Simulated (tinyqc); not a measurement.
Length offset and series resistance from crossing lines.

Question. R_total = Rs + k (L - dL)/Vo with constant Rs, dL and k. Find k, dL and Rs.

R_total at (L, Vo) = (60, 0.32), (120, 0.32), (60, 0.82) and (120, 0.82), L in nm and Vo in V (ohm um): 313.34375  519.59375  225.93902  306.42683

Solution. At each overdrive R is a straight line in L with slope k/Vo; the two lines cross at L = dL, R = Rs.

k = 1.100 ohm um V/nm
dL = 18.30 nm
Rs = 170.0 ohm um

Numbers from tinyqc (`OMP_NUM_THREADS=1 python tinyqc.py 2282284 2282285 out.jsonl`; about 0.03 s on one thread of a shared Intel Xeon 2.30GHz).
